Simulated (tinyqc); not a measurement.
Hot electrons in a saturated n-channel MOSFET, lucky-electron model: one step of the calculation.

Beyond pinch-off the lateral field grows as Esat cosh(y/l) over the velocity-saturated region (pseudo-two-dimensional model). Impact ionisation in this region gives the substrate current, which biases the body forward through Rsub. Currents are per width. Local-field laws: they overstate ionisation when the field peak is narrower than an energy relaxation length.

Question. Gate current, lifetime and channel shortening. Ig = Cg Id exp(-pb/(lm Em)); lifetime tau = (Hl/Id)(Isub/Id)^(-m); length of the saturated region dL = l ln[(dV/l + Em)/Esat]. 1 year = 3.15576e7 s.

Parameters, values chosen for the exercise; values close to those of silicon n-channel devices:
```
symbol,value,unit,meaning
lm,7.3,nm,hot-electron mean free path
pb,3.2,V,oxide barrier
Cg,0.0031,,prefactor of the gate current
m,3.3,,lifetime exponent
Hl,1700,s uA/um,lifetime constant
```

Id = 130.56054 uA/um
dV = 2.4039203 V
Em = 0.22632675 MV/cm
Isub = 0.13421946 uA/um
l = 110.63453 nm
Esat = 0.063333333 MV/cm

Give: Isub/Id; Ig; tau; dL.

Answer.

Isub/Id = 0.0010280
Ig = 0.0015690 pA/um
tau = 2991.7 years
dL = 215.35 nm

The lifetime exceeds ten years.

Computed by the program tinyqc: `OMP_NUM_THREADS=1 python tinyqc.py 2550169 2550170 out.jsonl`, one thread of a shared Intel Xeon 2.30GHz, about 0.01 s for the whole run.
